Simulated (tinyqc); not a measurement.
## Germanium share from the critical thickness

Question. Critical thickness (Matthews-Blakeslee, 60-degree dislocations): h = bv (1 - nu/4)[ln(h/bv) + 1]/(4 pi e_par (1 + nu)), nu = c12/(c11 + c12). e_par = b1 x. Find e_par and x.

Inputs (values chosen for the exercise):

| symbol | value | unit | meaning |
|---|---|---|---|
| b1 | 0.0418 |  | lattice mismatch per unit x |
| c11 | 165 | GPa | elastic constant |
| c12 | 65.1 | GPa | elastic constant |
| bv | 0.384 | nm | Burgers vector |

critical thickness = 13.390008 nm

Solution. For given h the relation is explicit in the strain.

e_par = 0.752 %
x = 0.180

Program tinyqc, `OMP_NUM_THREADS=1 python tinyqc.py 2530158 2530159 out.jsonl`; Intel Xeon 2.30GHz, shared host, one thread, about 0.02 s.
